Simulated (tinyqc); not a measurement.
Changing the time t: growth of a silicide layer between metal and silicon: linear-parabolic kinetics, ramp anneals and Kissinger analysis. Computed by tinyqc, a small Python program. Command: `OMP_NUM_THREADS=1 python tinyqc.py 3021283 3021284 out.jsonl silicide sweep`. One thread of a shared host (Intel(R) Xeon(R) Processor @ 2.30GHz), about 0.07 s of CPU time with the checks.

One compound layer of thickness x grows by diffusion through itself and reaction at an interface, dx/dt = 1/(2x/K + 1/v), until the metal is used up at x = a h.

Inputs (values chosen for the exercise, modelled on CoSi2):
```
quantity,value,unit
metal thickness h,37,nm
silicide formed per metal thickness a,3.52,-
prefactor of the parabolic constant K,1.9e+14,nm^2/s
activation energy E of K,2.23,eV
prefactor of the interface velocity v,6.7e+14,nm/s
activation energy E_v,2.45,eV
temperature T,575,C
```

Constants: k_B = 8.617333262e-05 eV/K.

Method:
- The silicide ends at the thickness a h.
- K = K0 exp(-E/(k_B T)), v = v0 exp(-E_v/(k_B T)).
- Temperatures in kelvin are T(C) + 273.15.
- x^2/K + x/v = t, so x = (K/(2v)) [sqrt(1 + 4 v^2 t/K) - 1], capped at a h; completion time t_c = (a h)^2/K + a h/v, a h being the final thickness; crossover thickness K/v.

One run for each value:
```
time t (s),thickness at time t (nm)
0.3,0.51
0.95,1.41
3,3.47
9.5,7.59
30,15.24
95,29.08
300,53.76
950,97.81
3000,130.24
```

Describe and explain the trends.

Over the rows, thickness at time t (nm) rises from 0.511 to 130 (exponent d ln y / d ln x 0.88 between the first rows and 0.25 between the last). Growth is linear well below the crossover thickness K/v, would be parabolic well above it, and ends at a h = 130.24 nm.

Caution (all rows): a disilicide really forms through metal-rich phases and by nucleation, not as one layer from the metal.

Extremes, crossings and ranges named in words are read from the listed rows.
